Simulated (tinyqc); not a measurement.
Tamm state at the end of a one-band chain: sweeps and comparisons. A value that a table varies takes the place of the one given here.

A half-infinite chain with site energy 0 and hopping -t, band E = -2t cos(ka); the end site has energy D. The surface Green function of the unperturbed half chain is g = (E -/+ sqrt(E^2 - 4t^2))/(2t^2), the root with |t g| <= 1 and Im g <= 0, and with the shift G = g/(1 - D g).

Inputs chosen for the exercise: t = 0.96 eV (hopping); a = 3 angstrom (spacing); D = 1.9 eV (shift of the end site); E = -0.79 eV (energy in the band).

## Threshold for a surface state

For |D| > t: E = D + t^2/D, weight on the end site 1 - t^2/D^2, decay length of the amplitude a/ln|D/t|; a dash: no bound state. The last column is the surface density -Im G/pi at E = 0.

Against D:

| D/t | D (eV) | E (eV) | end weight | decay length (angstrom) | density at E = 0 (1/eV) |
|---|---|---|---|---|---|
| -3.00 | -2.880 | -3.2000 | 0.8889 | 2.73 | 0.0332 |
| -2.00 | -1.920 | -2.4000 | 0.7500 | 4.33 | 0.0663 |
| -1.40 | -1.344 | -2.0297 | 0.4898 | 8.92 | 0.1120 |
| -1.10 | -1.056 | -1.9287 | 0.1736 | 31.48 | 0.1500 |
| -0.80 | -0.768 | - | - | - | 0.2022 |
| 0.50 | 0.480 | - | - | - | 0.2653 |
| 0.95 | 0.912 | - | - | - | 0.1743 |
| 1.05 | 1.008 | 1.9223 | 0.0930 | 61.49 | 0.1577 |
| 1.30 | 1.248 | 1.9865 | 0.4083 | 11.43 | 0.1233 |
| 2.50 | 2.400 | 2.7840 | 0.8400 | 3.27 | 0.0457 |

A state splits off only for |D| > t = 0.96 eV, although in the middle of an endless chain any shift binds one. Just past the threshold, at D/t = 1.05, it lies 2.3 meV outside the band and spreads over 61.5 angstrom; at D/t = -3 it holds 89 % of the end site, and the density left at the band centre has fallen to 0.10 of the clean value.

## What each parameter does

E = D + t^2/D, weight 1 - (t/D)^2, decay length -a/ln|t/D|, surface density -Im G/pi at E. Each row changes one parameter from the base and keeps the others.

Results:

| case | bound level (eV) | weight | decay (angstrom) | density (1/eV) |
|---|---|---|---|---|
| base | 2.3851 | 0.7447 | 4.394 | 0.0462 |
| t = 1.008 eV | 2.4348 | 0.7185 | 4.733 | 0.0482 |
| D = 2.28 eV | 2.6842 | 0.8227 | 3.468 | 0.0352 |
| a = 3.3 angstrom | 2.3851 | 0.7447 | 4.834 | 0.0462 |
| E = -0.395 eV | 2.3851 | 0.7447 | 4.394 | 0.0566 |

The largest shifts from the base row, up to three for each result and ties (the steps differ in size, so this ranks the rows, not the parameters). bound level (eV): D +0.2992, t +0.0497; unchanged at the printed digits by a and E. weight: D +0.0780, t -0.0262; unchanged at the printed digits by a and E. decay (angstrom): D -0.926, a +0.439, t +0.338; unchanged at the printed digits by E. density (1/eV): D -0.0110, E +0.0104, t +0.0020; unchanged at the printed digits by a.

Run: tinyqc, `OMP_NUM_THREADS=1 python tinyqc.py 1451798 1451799 out.jsonl`; Intel(R) Xeon(R) Processor @ 2.30GHz, one thread, shared host; about 0.01 s of CPU time with all checks.
